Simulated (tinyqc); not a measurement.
Inside a calculation: static screening by free carriers. Values are carried at full precision from step to step, so a last printed digit may differ when a step is redone from the rounded ones.

kF = (3 pi^2 n/Mv)^(1/3), EF = c kF^2/m with c = hbar^2/2m0, n in 1/angstrom^3 (1e-24 per 1/cm^3), e2 = e^2/(4 pi eps0). Thomas-Fermi: qTF^2 = 6 pi e2 n/(eps EF). Debye: qD^2 = 4 pi e2 n/(eps kB T).

Constants: hbar^2/2m0 = 3.80998211 eV angstrom^2; e^2/(4 pi eps0) = 14.39964547 eV angstrom; kB = 8.617333262e-05 eV/K; a0 (Bohr radius) = 0.5291772105 angstrom; hbar = 6.58211957e-16 eV s.

Inputs chosen for the exercise (near those of Si; not measured data): n = 1.2e+20 1/cm^3 (carrier density); m = 0.326 m0 (mass of one isotropic valley); Mv = 6 (valleys); eps = 11.6 (background dielectric constant); T = 200 K; q = 0.096 1/angstrom (wave vector); aD = 18.9 angstrom (trial radius); NI = 1.2e+20 1/cm^3 (ionised impurities).

## Fermi and screening wave vectors

Also the effective Bohr radius aB = a0 eps/m and rs = (3/(4 pi n))^(1/3)/aB.

kF = 0.083975 1/angstrom
EF at 0 K = 82.41 meV
EF/kT = 4.78
qTF = 0.18458 1/angstrom
qD = 0.32956 1/angstrom
aB = 18.83 angstrom
rs = 0.668

The gas is partly degenerate; neither limit is exact, and the true screening wave vector lies below both.

## Screening at finite temperature

F_j(eta) = (1/Gamma(j + 1)) integral_0^infinity x^j dx/(1 + exp(x - eta)), which tends to exp(eta) for eta << 0.

At finite T: qs^2 = qD^2 F_-1/2(eta)/F_1/2(eta), where n = Mv N F_1/2(eta) and N = 2 (m kB T/(4 pi c))^(3/2) with c = hbar^2/2m0, in 1/angstrom^3; times 1e24 for 1/cm^3.

Solve for eta and form qs.

n/(Mv N) = 7.866
eta = 4.596
qs = 0.1806 1/angstrom
screening length 1/qs = 5.538 angstrom

qs is 0.548 of the Debye value and 0.978 of the Thomas-Fermi value.

## Lindhard function at one q

Lindhard at zero temperature: eps(q)/eps = 1 + (qTF/q)^2 L(x), x = q/(2 kF), L(x) = 1/2 + ((1 - x^2)/(4x)) ln|(1 + x)/(1 - x)|.

Compare with Thomas-Fermi, 1 + (qTF/q)^2.

x = 0.5716
L(x) = 0.8827
eps(q)/eps, Lindhard = 4.263
eps(q)/eps, Thomas-Fermi = 4.697

The carriers respond with 88 % of their long-wave strength at this q.

## A donor in the screened potential

Donor in the screened potential -(e2/eps) exp(-qs r)/r with the trial function exp(-r/a): E(a) = c/(m a^2) - (e2/eps) 4/(a (2 + qs a)^2), e2 = e^2/(4 pi eps0), c = hbar^2/2m0; isotropic mass.

Evaluate both terms at a = aD.

kinetic term = 32.718 meV
potential term = -8.967 meV
E(aD) = 23.751 meV
unscreened level -m Ry/eps^2 (Ry = 13.60569312 eV) = -32.963 meV

This trial radius gives no binding, nor does any radius up to 3 aB.

## Ionised-impurity scattering at E = 3 kT

Brooks-Herring rate for an electron of energy E: 1/tau = NI (pi e2^2/(eps^2 hbar)) (sqrt(c/m)/E^(3/2)) Phi(b), with Phi = ln(1 + b) - b/(1 + b), b = (2k/qs)^2, k^2 = m E/c, NI in 1/angstrom^3.

e2 = e^2/(4 pi eps0), c = hbar^2/2m0; mobility estimate mu = tau/(m m0/e) with m0/e = 5.685630e-12 kg/C, times 1e4 for cm^2/(V s).

b = 0.5427
Phi = 0.0818
1/tau = 2.10e+13 1/s
mu at this energy = 257 cm^2/(V s)

b is not large: the electron wavelength is comparable with the screening length, outside the regime that the Brooks-Herring formula is meant for. In this degenerate gas the current is carried at EF, above 3 kT.

## Checks

- Scattering rate against the golden-rule integral over angles (1/s): both 2.098e+13.
- L(x) at x = 0.7 against the integral over the Fermi sphere: both 0.81595.

(tinyqc, `OMP_NUM_THREADS=1 python tinyqc.py 1680544 1680545 out.jsonl`, Intel(R) Xeon(R) Processor @ 2.30GHz, 1 thread, shared host, about 0.02 s.)
